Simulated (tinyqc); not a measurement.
Velocity against field: two-valley model of the transferred-electron effect. Computed by tinyqc, a small Python program. Command: `OMP_NUM_THREADS=1 python tinyqc.py 3016058 3016059 out.jsonl gunn walk`. One thread of a shared host (Intel(R) Xeon(R) Processor @ 2.30GHz), about 0.01 s of CPU time with the checks.

Both kinds of valley share one electron temperature T_e, and each has a constant mobility.

Inputs (values chosen for the exercise, for a model semiconductor):
```
quantity                       value        unit
central-valley mass m1         0.033         m_0
satellite-valley mass m2        0.56         m_0
satellite valleys Z                6           -
valley separation dE            0.13          eV
central-valley mobility mu1     2700  cm^2/(V s)
satellite-valley mobility mu2    110  cm^2/(V s)
energy relaxation time tau_E       2          ps
lattice temperature T             77           K
electric field F                 1.1       kV/cm
```

Solver: damped fixed point.

Constants: k_B = 8.617333262e-05 eV/K.

Method. Density-of-states ratio R = Z (m2/m1)^(3/2); n2/n1 = R exp(-dE/(k_B T_e)); mean mobility mu = (mu1 + mu2 n2/n1)/(1 + n2/n1); energy balance e mu F^2 = (3/2) k_B (T_e - T)/tau_E; v = mu F.

low-field mobility = 2700.00 cm^2/(V s)

R = 419.433

The curve:
```
F (kV/cm)  T_e (K)  share in the satellites (%)  v (1e7 cm/s)  low-field line (1e7 cm/s)
0.11         77.51                   1.4772e-04       0.02970                     0.0297
0.28         80.28                   2.8914e-04       0.07560                     0.0756
0.55         89.64                   2.0583e-03       0.14850                     0.1485
0.77        101.77                   1.5295e-02       0.20787                     0.2079
1.10        127.40                   3.0120e-01       0.29614                     0.2970
1.50        166.75                   4.7068e+00       0.38671                     0.4050
2.20        219.92                   3.0561e+01       0.41987                     0.5940
3.30        268.51                   6.0363e+01       0.37508                     0.8910
5.50        337.48                   8.2760e+01       0.30608                     1.4850
11.00       503.60                   9.5449e+01       0.25065                     2.9700
```

v falls between 2.2 and 11 kV/cm, while the share in the slow valleys goes from 31 to 95 %: transfer outruns the rise of the field. With constant mobilities n2/n1 tends to R and v ends on the line (mu1 + R mu2) F/(1 + R), a mobility of 116; real satellites saturate instead.

Extremes, crossings and ranges named in words are read from the listed rows.
